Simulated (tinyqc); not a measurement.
Worked calculation: tunnelling through a thin dielectric with one trap, as a tight-binding chain. Values are carried at full precision from step to step, so a last printed digit may differ when a step is redone from the rounded ones.

Hopping -t everywhere, t = c/(m a^2), c = hbar^2/2m0; lead sites at 2t (band bottom 0), barrier sites 1 to N at 2t + phi, and site j has U besides. No voltage. Leads give S = -t exp(ika) on sites 1 and N, cos(ka) = 1 - E/(2t). T = (2 t sin(ka))^2 |G_1N|^2, G = (E - H - S)^-1. In the barrier cosh(q a) = 1 + (phi - E)/(2t).

Constants: hbar^2/2m0 = 3.80998211 eV angstrom^2; hbar = 6.58211957e-16 eV s.

Inputs chosen for the exercise (barrier and mass of the size used for Si3N4 on silicon; shifted at random, so the results belong to these values and not to a real crystal): a = 2 angstrom (site spacing); m = 0.43 m0 (mass, the same in leads and barrier); phi = 1.99 eV (conduction edge of the barrier above that of the leads); U = -2.94 eV (extra energy on the trap site); E = 1.38 eV (electron energy); N = 8 (barrier sites); j = 4 (site of the trap).

## Scales

Form t, ka, q a, and the level of the trap in an endless barrier, Eb = phi + 2t - sqrt(4 t^2 + U^2).

t = 2.2151 eV
ka = 0.81137 rad
q a = 0.51893
Eb = 1.1032 eV

## The matrix E - H - S

Fill it in.

E - H - S (eV):
```
                 1        2        3        4        5        6
1  -3.5151+1.6065i   2.2151   0.0000   0.0000   0.0000   0.0000
2           2.2151  -5.0402   2.2151   0.0000   0.0000   0.0000
3           0.0000   2.2151  -5.0402   2.2151   0.0000   0.0000
4           0.0000   0.0000   2.2151  -2.1002   2.2151   0.0000
5           0.0000   0.0000   0.0000   2.2151  -5.0402   2.2151
6           0.0000   0.0000   0.0000   0.0000   2.2151  -5.0402
7           0.0000   0.0000   0.0000   0.0000   0.0000   2.2151
8           0.0000   0.0000   0.0000   0.0000   0.0000   0.0000

         7                8
1   0.0000           0.0000
2   0.0000           0.0000
3   0.0000           0.0000
4   0.0000           0.0000
5   0.0000           0.0000
6   2.2151           0.0000
7  -5.0402           2.2151
8   2.2151  -3.5151+1.6065i
```

## Transmission

Invert the matrix; T = (2 t sin(ka))^2 |G_1N|^2.

first row of G (1/eV): -0.2573-0.1412i  -0.05936-0.03751i  0.1223+0.05590i  0.3376+0.1647i  0.1978+0.1003i  0.1125+0.06343i  0.05814+0.04406i  0.01981+0.03682i

T = 0.01805

Without the trap T is 0.000760: the trap changes it by a factor 23.7 at this energy.

## The resonance

Resonance: the lowest eigenvalue of H + S(E), iterated until its real part equals E (40 rounds from Eb = phi + 2t - sqrt(4t^2 + U^2), the level in an endless barrier). With v the normalised squared amplitudes of that state, Gamma_L = 2 t sin(ka) v_1, Gamma_R = 2 t sin(ka) v_N; Breit-Wigner T = Gamma_L Gamma_R/((E - Er)^2 + (Gamma_L + Gamma_R)^2/4).

Find Er, the two widths, the peak height 4 Gamma_L Gamma_R/(Gamma_L + Gamma_R)^2 and the escape time hbar/(Gamma_L + Gamma_R).

Er = 1.1078 eV

widths (meV): left 41.97, right 12.08

peak height = 0.6943
escape time = 12.2 fs

squared amplitudes: 0.0143  0.0450  0.1594  0.5578  0.1606  0.0459  0.0129  0.0041

The nearby leads move the level 4.6 meV above its value in an endless barrier. The trap is closer to the left lead, which takes 77.6 % of the escapes.

## Checks

- T at Er from the chain against the Breit-Wigner peak: 0.693 against 0.694.
- T without trap against the closed form for a lattice barrier: both 0.0007604.

(tinyqc, `OMP_NUM_THREADS=1 python tinyqc.py 1451548 1451549 out.jsonl`, Intel(R) Xeon(R) Processor @ 2.30GHz, 1 thread, shared host, about 0.08 s.)
